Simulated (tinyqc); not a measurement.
MOS capacitor on a p-type substrate, surface potential from the exact charge relation: one step of the calculation.

Uniform p-type substrate, Boltzmann statistics, full ionisation, classical densities. psi is the surface potential against the body (positive when the bands bend down) and u = psi/Vt. Traps are spread evenly over the gap and neutral at flat band, so their charge is -q Dit psi; the minority quasi-Fermi level is shifted by Vb.

Question. Newton step for the surface potential. u = psi/Vt; F^2 = exp(-u) + u - 1 + r (exp(u) - u - 1); Qs = -sign(u) Q0 F; Cs = -dQs/dpsi = (Q0/Vt) |1 - exp(-u) + r (exp(u) - 1)|/(2 F). f = Vfb + psi + (q Dit psi - Qs)/Cox - Vg, f' = 1 + (Cs + q Dit)/Cox, psi(new) = psi - f/f'.

Values chosen for this exercise; band and dielectric values close to those of silicon: temperature T = 300 K; density of interface traps Dit = 0 cm^-2 eV^-1; gate voltage against the body Vg = -0.27 V.

Constants: q = 1.602176634e-19 C, kB = 1.380649e-23 J/K, Vt = kB T/q. Results are converted to the units shown.

psi after iteration 1 = 0.37283094 V
Cox = 0.45114195 uF/cm^2
Vfb = -0.77482357 V
Q0 = 16.045202 nC/cm^2
r = 2.6950781e-13

Give: u; F; Qs; Cs; f; f'; psi after iteration 2.

Answer.

u = 14.422
F = 3.6636
Qs = -58.783 nC/cm^2
Cs = 0.084706 uF/cm^2
f = -0.0016950 V
f' = 1.1878
psi after iteration 2 = 0.37426 V

Computed by the program tinyqc: `OMP_NUM_THREADS=1 python tinyqc.py 2060097 2060098 out.jsonl`, one thread of a shared Intel Xeon 2.30GHz, about 0.01 s for the whole run.
